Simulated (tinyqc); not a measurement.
Solubility, supersaturation, precipitation and gettering of an impurity in a silicon-like host: one step, computed by the program tinyqc.

The wafer was saturated at T1 and is then held at T.

Problem. Solubility, diffusivity, supersaturation. C_eq(T) = N0 exp(S/k_B - H/(k_B T)); D(T) = D0 exp(-Q/(k_B T)); C0 = C_eq(T1). Supersaturation s = C0/C_eq(T); critical radius r* = 2 gamma/(C_p k_B T ln s); barrier W* = (4 pi/3) gamma r*^2. Strain energy is left out.

Inputs (values chosen for the exercise, modelled on iron in silicon):
```
quantity                                   value    unit
site density N0                            5e+22  1/cm^3
enthalpy of solution H                      2.89      eV
entropy of solution S                        7.6     k_B
diffusion prefactor D0                     0.001  cm^2/s
migration energy Q                         0.682      eV
temperature of saturation T1                1325       K
anneal temperature T                         736       K
impurity density in the precipitate C_p  2.6e+22  1/cm^3
interface energy gamma                      0.68   J/m^2
```

Constants: k_B = 8.617333262e-05 eV/K; k_B = 1.380649e-23 J/K.

Give: C0; C_eq(T); D(T); supersaturation s; critical radius r*; W*/(k_B T).

Solution.

C0 = 1.0167e+15 1/cm^3

C_eq(T) = 1.6228e+06 1/cm^3

D(T) = 2.1379e-08 cm^2/s

supersaturation s = 6.2651e+08

critical radius r* = 0.25413 nm

W*/(k_B T) = 18.103

Caution: the barrier to homogeneous nucleation is below 35 k_B T for these inputs, so new precipitates would form and outnumber the fixed sinks assumed here. Caution: a critical radius of atomic size is outside the capillary model.
